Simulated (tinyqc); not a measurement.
Quantum well in an electric field by finite differences: sweeps and comparisons. A value that a table varies takes the place of the one given here.

Finite differences on points z_i at the centres of cells of width h: H_ii = (c/h^2)(1/m_(i-1/2) + 1/m_(i+1/2)) + V_i, H_(i,i+1) = -(c/h^2)/m_(i+1/2), where m_(i+1/2) is the mean of the masses at the two points (the end values are repeated outwards), psi = 0 on the points beyond both ends, c = hbar^2/2m0. The field adds e F (z - z0) with z0 the middle of the structure; 1 kV/cm = 1e-5 eV/angstrom.

Constants: hbar^2/2m0 = 3.80998211 eV angstrom^2.

Values chosen for the exercise (near those of an InGaAs well in InAlAs; shifted at random, so the results belong to these values and not to a real crystal):
- layers = ((36, 0.548, 0.0739), (54, 0, 0.0401), (36, 0.548, 0.0739)) (each layer: thickness in angstrom, band edge in eV, mass in m0)
- hf = 0.5625 angstrom (cell width of the fine grid)
- Fs = (0, 50, 100, 150, 200, 250, 300) kV/cm (fields)
- F = 91 kV/cm (field along z)
- Lw = 54 angstrom (well width)
- Lb = 36 angstrom (each outer barrier)
- V0 = 0.548 eV (barrier height)
- mw = 0.0401 m0 (mass in the well)
- mb = 0.0739 m0 (mass in the barriers)

## Stark shift

Fine grid. Perturbation theory: dE1 = e F z_11 - beta (e F)^2 with beta = sum_j z_1j^2/(E_j - E_1) over the 13 next levels at zero field, z from z0.

Levels against field:
```
F (kV/cm)  E1 (eV)  E2 (eV)  dE1 (meV)  second order (meV)  <z - z0> (angstrom)  E2 - E1 (meV)
0           0.1183   0.4693       0.00                0.00                  0.0          351.0
50.0        0.1181   0.4692      -0.18               -0.18                 -0.7          351.1
100         0.1176   0.4689      -0.72               -0.73                 -1.4          351.3
150         0.1167   0.4683      -1.63               -1.63                 -2.2          351.6
200         0.1154   0.4674      -2.90               -2.90                 -2.9          352.0
250         0.1138   0.4663      -4.52               -4.53                 -3.6          352.5
300         0.1118   0.4649      -6.50               -6.53                 -4.3          353.0
```

z_11 = 0.00 angstrom
beta = 725.2 angstrom^2/eV

At zero field the state is centred, so the shift starts as F^2; it turns linear only if the state is pulled to one side. At 300 kV/cm E1 has moved by -6.50 meV, where second order gives -6.53 meV; they differ by 0.4 % there. The electron moves by -4.3 angstrom, against the rise of the potential. From 150 kV/cm on E2 lies above the lowest point of the outer barrier, so it is a resonance or a state of the finite grid, held or pushed up by its ends. E2 - E1 grows with the field; the ends are 351.0 and 353.0 meV.

## Order of mass and momentum

Fine grid. Hermitian kinetic operators m^a p m^b p m^a with 2a + b = -1: H_ii = (c/h^2) m_i^(2a) (m_(i-1/2)^b + m_(i+1/2)^b) + V_i, H_(i,i+1) = -(c/h^2) m_i^a m_(i+1)^a m_(i+1/2)^b; BenDaniel-Duke is a = 0. The halved form has H_ii = 2c/(h^2 m_i) + V_i and H_(i,i+1) = -(c/2h^2)(1/m_i + 1/m_(i+1)). The shifts are measured against BenDaniel-Duke; the last column repeats E1 with cells of hf/4.

Levels (eV):
```
operator                             E1       E2  E1 - E1(BDD) (meV)  E1 at hf/4
BenDaniel-Duke                   0.1177   0.4689                 0.0      0.1178
(1/m) p^2 + p^2 (1/m), halved   -0.2253  -0.1268              -343.0     -7.0317
m^(-1/2) p^2 m^(-1/2)            0.1638   0.5191                46.0      0.1638
m^(-1/4) p m^(-1/2) p m^(-1/4)   0.1404   0.4943                22.6      0.1404
one mass, the smallest           0.1415   0.5115                23.8      0.1416
```

The three forms m^a p m^b p m^a span 46.0 meV in E1, 13 % of E2 - E1; they differ only at the mass steps (largest to smallest mass 1.84), where m^a psi is the continuous quantity. Dropping the mass step altogether moves E1 by +23.8 meV. Refining the grid moves the halved form by -6806.4 meV, against at most 0.07 meV for the other three: at an abrupt step it has no limit as the grid is refined.

## What each parameter does

Three layers: barrier, well, barrier; fine grid. The Stark shift is E1(F) - E1(0). Each row changes one parameter from the base and keeps the others.

Results:
```
case              E1 (eV)  E2 - E1 (meV)  Stark shift (meV)  <z - z0> (angstrom)
base               0.1177          351.2              -0.60                -1.32
Lw = 45 angstrom   0.1464          417.5              -0.41                -0.90
Lb = 45 angstrom   0.1176          346.3              -0.61                -1.34
V0 = 0.438 eV      0.1077          318.6              -0.72                -1.59
mw = 0.0461 m0     0.1124          326.9              -0.61                -1.35
mb = 0.0887 m0     0.1111          348.2              -0.60                -1.32
F = 136 kV/cm      0.1170          351.5              -1.34                -1.97
```

The largest shifts from the base row, up to three for each result and ties (the steps differ in size, so this ranks the rows, not the parameters). E1 (eV): Lw +0.0287, V0 -0.0100, mb -0.0066. E2 - E1 (meV): Lw +66.3, V0 -32.6, mw -24.3. Stark shift (meV): F -0.74, Lw +0.19, V0 -0.12; unchanged at the printed digits by mb. <z - z0> (angstrom): F -0.65, Lw +0.42, V0 -0.27; unchanged at the printed digits by mb.

tinyqc: `OMP_NUM_THREADS=1 python tinyqc.py 1250607 1250608 out.jsonl`; about 0.02 s, one thread, shared Intel(R) Xeon(R) Processor @ 2.30GHz.
